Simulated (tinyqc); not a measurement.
The basis set: RHF and MP2 along a ladder of basis sets, for H4, spin multiplicity 1. Computed by the program tinyqc with PySCF. 

Geometry (angstrom):
```
atom       x       y       z
H     0.0000  0.0000  0.0000
H     0.0000  0.0000  0.7660
H     0.0000  0.0000  1.5830
H     0.0000  0.0000  2.3490
```

Same geometry throughout; the dipole is taken about the origin.

RHF and frozen-core MP2 in a ladder of bases:
```
basis        functions  E(RHF) (hartree)  E(MP2 corr) (hartree)  HOMO (eV)  LUMO (eV)  dipole (debye)
sto-3g               4          -2.13076               -0.02860    -11.771     12.731           0.000
3-21g                8          -2.16554               -0.03828    -12.400      6.196           0.000
6-31g                8          -2.17247               -0.03841    -12.482      5.693           0.000
6-31g**             20          -2.17880               -0.06068    -12.498      5.694           0.000
cc-pvdz             20          -2.17247               -0.06153    -12.468      4.831           0.000
aug-cc-pvdz         36          -2.17331               -0.06442    -12.495      1.283           0.000
cc-pvtz             56          -2.18238               -0.07340    -12.520      4.077           0.000
```

From cc-pVDZ to cc-pVTZ the RHF energy falls by 9.9 mhartree and the correlation energy by 11.9. If valence correlation converges as X^-3, (27 E(T) - 8 E(D))/19 gives -0.0784 hartree, a rough estimate from such small X that usually falls short; STO-3G holds about 36 % of it. Beyond STO-3G the LUMO moves by 4.9 eV and the HOMO by 0.1 eV; diffuse functions lower the positive LUMO sharply, since an unbound virtual level tracks the most diffuse function.
